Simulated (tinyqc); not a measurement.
From results back to parameters: direct gap of a germanium-like layer under biaxial tension. Two cases, with inputs chosen for the exercise.

Problem. A (001) layer under biaxial tension e_par has ezz = -2 (C12/C11) e_par, Ec = Eg + ac tr(e), E(HH) = -P - Q and E(LH) = -P + (Q - Dso + sqrt(Dso^2 + 2 Dso Q + 9 Q^2))/2 with P = -av tr(e), Q = -b (e_par - ezz). The transition from the light-hole edge is given.

Find: e_par; Ec - E(HH).

Method. Ec - E(LH) falls steadily with tension, so bisection between 0 and 4 % gives the only root; then Ec - E(HH) = Eg + (ac - av) tr(e) + Q.

Case 1.

Values chosen (near those of Ge, gaps at low temperature; shifted at random, so the results belong to these values and not to a real crystal): Eg = 0.898 eV (gap at Gamma to the s-like level); Dso = 0.295 eV (spin-orbit splitting); ac = -8.37 eV (conduction deformation potential); av = 1.23 eV (valence hydrostatic potential); b = -2.52 eV (tetragonal shear potential); C11 = 129.6 GPa; C12 = 48.4 GPa.

Ec - E(LH) = 0.573168 eV

Solution.

e_par = 1.790 %
Ec - E(HH) = 0.7615 eV

Case 2.

Values chosen (near those of Ge, gaps at low temperature; shifted at random, so the results belong to these values and not to a real crystal): Eg = 0.888 eV (gap at Gamma to the s-like level); Dso = 0.29 eV (spin-orbit splitting); ac = -8.37 eV (conduction deformation potential); av = 1.22 eV (valence hydrostatic potential); b = -2.57 eV (tetragonal shear potential); C11 = 128.6 GPa; C12 = 48.6 GPa.

Ec - E(LH) = 0.683806 eV

Solution.

e_par = 1.150 %
Ec - E(HH) = 0.8027 eV

Computed by tinyqc, one run a case: `OMP_NUM_THREADS=1 python tinyqc.py N N+1 out.jsonl` with N = 1080620, 1080623; one thread of a shared Intel(R) Xeon(R) Processor @ 2.30GHz, about 0.02 s a run at most.
